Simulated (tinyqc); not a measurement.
# Changing the exchange current of the suppressed surface i_0

Model: bottom-up copper filling of a trench by curvature-enhanced accelerator coverage. Computed by tinyqc, a small Python program. Command: `OMP_NUM_THREADS=1 python tinyqc.py 3001929 3001930 out.jsonl superfill sweep`. One thread of a shared host (Intel(R) Xeon(R) Processor @ 2.30GHz), about 0.2 s of CPU time with the checks.

A rectangular trench keeps vertical walls and a flat floor. An accelerator floats on the surface; where area is lost in the corners it is passed on to the floor.

Inputs (values chosen for the exercise, close to those used for damascene copper plating):
```
quantity                                           value     unit
trench width w                                       230       nm
aspect ratio h/w                                       3        -
exchange current of the accelerated surface i_1     0.87  mA/cm^2
transfer coefficient alpha                          0.51        -
overpotential eta                                   0.14        V
starting coverage theta_0                          0.025        -
adsorption rate k_a                                    0      1/s
cupric ion concentration C                          0.37    mol/l
diffusivity D                                    5.6e-06   cm^2/s
boundary layer delta                                  34       um
temperature T                                        298        K
```

Constants: e = 1.602176634e-19 C; N_A = 6.02214076e+23 1/mol; k_B = 8.617333262e-05 eV/K.

Method. Kinetic current i_k = [i_0 (1 - theta) + i_1 theta] exp(alpha eta/(k_B T)), limit i_L = 2 F D C/delta, i = 1/(1/i_k + 1/i_L); velocity v = i Omega/(2F), Omega = 7.11 cm^3/mol, F = e N_A. Depletion inside the trench is ignored. Half width x, floor height y, depth h = aspect ratio x w. dx/dt = -v_s, dy/dt = v_b. d theta_b/dt = k_a (1 - theta_b) + [theta_s v_b + theta_b v_s]/x: the floor takes the accelerator of the wall it covers and keeps its own as it narrows. d theta_s/dt = k_a (1 - theta_s). theta_b is capped at 1. Integrate (tolerance 1e-9) until the walls meet (x = 0.02 w/2) or the floor passes the original mouth y = h. Start: x = w/2, y = 0, theta_b = theta_s = theta_0. Height filled = y/h, opening left = x/(w/2).

One run for each value; columns: (1) exchange current of the suppressed surface i_0 (mA/cm^2); (2) ratio v(1)/v(theta_0); (3) share of the height filled from the floor; (4) opening left, as a share of w:
```
(1)        (2)     (3)       (4)
0.0043  30.068  1.0000  0.085648
0.0084  26.068  1.0000  0.046710
0.0160  20.917  0.8648  0.020000
0.0310  15.061  0.6122  0.020000
0.0600   9.792  0.4169  0.020000
0.1200   5.709  0.2874  0.020000
0.2300   3.266  0.2194  0.020000
0.4300   1.869  0.1838  0.020000
```

What does the table show, and why?

Over the rows, ratio v(1)/v(theta_0) falls from 30.1 to 1.87 (exponent d ln y / d ln x -0.21 between the first rows and -0.89 between the last); share of the height filled from the floor falls from 1.00 to 0.184, flat over part of the range; opening left, as a share of w falls from 0.0856 to 0.0200, flat over part of the range. A stronger suppressor (smaller i_0) raises the contrast, until theta_0 i_1 outweighs i_0.

Caution (all rows): real profiles develop slanted corners, and accelerator is consumed; both are left out.
